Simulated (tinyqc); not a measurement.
Inside a calculation. Method: empirical pseudopotential in a few plane waves. One step of it, computed by the program tinyqc.

Task: Levels at k. Diagonalise the Hermitian matrix.

H(k) at k (eV):
```
           +0+0+0     -1-1-1     -1-1+1     -1+1-1     -1+1+1     +1-1-1     +1-1+1     +1+1-1
+0+0+0   2.213293   1.962618  -1.962618  -1.962618  -1.962618  -1.962618  -1.962618  -1.962618
-1-1-1   1.962618   6.535427   0.000000   0.000000   0.108846   0.000000   0.108846   0.108846
-1-1+1  -1.962618   0.000000   7.255782  -0.108846   0.000000  -0.108846   0.000000   0.000000
-1+1-1  -1.962618   0.000000  -0.108846  14.099161   0.000000  -0.108846   0.000000   0.000000
-1+1+1  -1.962618   0.108846   0.000000   0.000000  14.819517   0.000000  -0.108846  -0.108846
+1-1-1  -1.962618   0.000000  -0.108846  -0.108846   0.000000  16.620406   0.000000   0.000000
+1-1+1  -1.962618   0.108846   0.000000   0.000000  -0.108846   0.000000  17.340761  -0.108846
+1+1-1  -1.962618   0.108846   0.000000   0.000000  -0.108846   0.000000  -0.108846  24.184140
+1+1+1   1.962618   0.000000   0.108846   0.108846   0.000000   0.108846   0.000000   0.000000
-2+0+0   0.000000  -1.962618  -1.962618  -1.962618   1.962618   0.711930  -0.711930  -0.711930
+0-2+0   0.000000  -1.962618  -1.962618   0.711930  -0.711930  -1.962618   1.962618  -0.711930
+0+0-2   0.000000  -1.962618   0.711930  -1.962618  -0.711930  -1.962618  -0.711930   1.962618
+0+0+2   0.000000  -0.711930   1.962618  -0.711930  -1.962618  -0.711930  -1.962618   0.711930
+0+2+0   0.000000  -0.711930  -0.711930   1.962618  -1.962618  -0.711930   0.711930  -1.962618
+2+0+0   0.000000  -0.711930  -0.711930  -0.711930   0.711930   1.962618  -1.962618  -1.962618

           +1+1+1     -2+0+0     +0-2+0     +0+0-2     +0+0+2     +0+2+0     +2+0+0
+0+0+0   1.962618   0.000000   0.000000   0.000000   0.000000   0.000000   0.000000
-1-1-1   0.000000  -1.962618  -1.962618  -1.962618  -0.711930  -0.711930  -0.711930
-1-1+1   0.108846  -1.962618  -1.962618   0.711930   1.962618  -0.711930  -0.711930
-1+1-1   0.108846  -1.962618   0.711930  -1.962618  -0.711930   1.962618  -0.711930
-1+1+1   0.000000   1.962618  -0.711930  -0.711930  -1.962618  -1.962618   0.711930
+1-1-1   0.108846   0.711930  -1.962618  -1.962618  -0.711930  -0.711930   1.962618
+1-1+1   0.000000  -0.711930   1.962618  -0.711930  -1.962618   0.711930  -1.962618
+1+1-1   0.000000  -0.711930  -0.711930   1.962618   0.711930  -1.962618  -1.962618
+1+1+1  24.904496  -0.711930  -0.711930  -0.711930  -1.962618  -1.962618  -1.962618
-2+0+0  -0.711930  10.137205  -0.108846  -0.108846   0.108846   0.108846   0.000000
+0-2+0  -0.711930  -0.108846  12.658450  -0.108846   0.108846   0.000000   0.108846
+0+0-2  -0.711930  -0.108846  -0.108846  19.501828   0.000000   0.108846   0.108846
+0+0+2  -1.962618   0.108846   0.108846   0.000000  20.942540  -0.108846  -0.108846
+0+2+0  -1.962618   0.108846   0.000000   0.108846  -0.108846  27.785918  -0.108846
+2+0+0  -1.962618   0.000000   0.108846   0.108846  -0.108846  -0.108846  30.307163
```

Give: eigenvalues.

Result:

eigenvalues (eV): [-0.2218, 4.2130, 7.1564, 8.8573, 12.9438, 13.9227, 14.9548, 16.2316, 17.7523, 20.4912, 21.9204, 22.8740, 26.4411, 29.6502, 32.1190]
